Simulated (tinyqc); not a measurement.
Inside a calculation. Method: Pariser-Parr-Pople SCF with singles CI, for the molecule Nc1cccccc1=O (SMILES; centres numbered as the heavy atoms are written). One step of it, computed by the program tinyqc.

Question. PPP integrals. Ohno: gamma = 14.399645/sqrt(R^2 + a^2), a = 2 x 14.399645/(gamma_rr + gamma_ss); H_rr = -W_r - sum_(s != r) z_s gamma_rs; H_rs = beta for bonds.

Centres (angstrom, eV; a flat drawing with bonds scaled to 1.40 angstrom):
```
centre          x          y  core charge z          W   gamma_rr
1N      -2.112000  -1.307000              2  24.600000  19.100000
2C      -0.850000  -0.700000              1  11.290000  12.750000
3C       0.244000  -1.573000              1  11.290000  12.750000
4C       1.609000  -1.261000              1  11.290000  12.750000
5C       2.217000   0.000000              1  11.290000  12.750000
6C       1.609000   1.261000              1  11.290000  12.750000
7C       0.244000   1.573000              1  11.290000  12.750000
8C      -0.850000   0.700000              1  11.290000  12.750000
9O      -2.112000   1.307000              1  19.810000  14.680000
```

Resonance integrals (eV):
```
i  j       beta
1  2  -2.260000
2  3  -2.390000
3  4  -2.390000
4  5  -2.390000
5  6  -2.390000
6  7  -2.390000
7  8  -2.390000
8  9  -2.500000
8  2  -2.390000
```

Give: repulsion gamma_rs; core matrix H.

Answer.

repulsion gamma_rs (eV):
```
         1N       2C       3C       4C       5C       6C       7C       8C
1N  19.1000   8.6384   5.6747   3.7601   3.1225   3.1231   3.7605   5.6750
2C   8.6384  12.7500   8.0066   5.2107   4.3081   4.3089   5.2100   8.0054
3C   5.6747   8.0066  12.7500   8.0047   5.2087   4.3084   4.3079   5.2100
4C   3.7601   5.2107   8.0047  12.7500   8.0056   5.2110   4.3084   4.3089
5C   3.1225   4.3081   5.2087   8.0056  12.7500   8.0056   5.2087   4.3081
6C   3.1231   4.3089   4.3084   5.2110   8.0056  12.7500   8.0047   5.2107
7C   3.7605   5.2100   4.3079   4.3084   5.2087   8.0047  12.7500   8.0066
8C   5.6750   8.0054   5.2100   4.3089   4.3081   5.2107   8.0066  12.7500
9O   5.2372   5.5535   3.7245   3.1024   3.1018   3.7241   5.5532   8.2271

         9O
1N   5.2372
2C   5.5535
3C   3.7245
4C   3.1024
5C   3.1018
6C   3.7241
7C   5.5532
8C   8.2271
9O  14.6800
```

core matrix H (eV):
```
          1N        2C        3C        4C        5C        6C        7C        8C
1N  -63.5914   -2.2600    0.0000    0.0000    0.0000    0.0000    0.0000    0.0000
2C   -2.2600  -69.1699   -2.3900    0.0000    0.0000    0.0000    0.0000   -2.3900
3C    0.0000   -2.3900  -61.4102   -2.3900    0.0000    0.0000    0.0000    0.0000
4C    0.0000    0.0000   -2.3900  -56.9619   -2.3900    0.0000    0.0000    0.0000
5C    0.0000    0.0000    0.0000   -2.3900  -55.6818   -2.3900    0.0000    0.0000
6C    0.0000    0.0000    0.0000    0.0000   -2.3900  -56.3097   -2.3900    0.0000
7C    0.0000    0.0000    0.0000    0.0000    0.0000   -2.3900  -59.4106   -2.3900
8C    0.0000   -2.3900    0.0000    0.0000    0.0000    0.0000   -2.3900  -65.9168
9O    0.0000    0.0000    0.0000    0.0000    0.0000    0.0000    0.0000   -2.5000

          9O
1N    0.0000
2C    0.0000
3C    0.0000
4C    0.0000
5C    0.0000
6C    0.0000
7C    0.0000
8C   -2.5000
9O  -63.2711
```
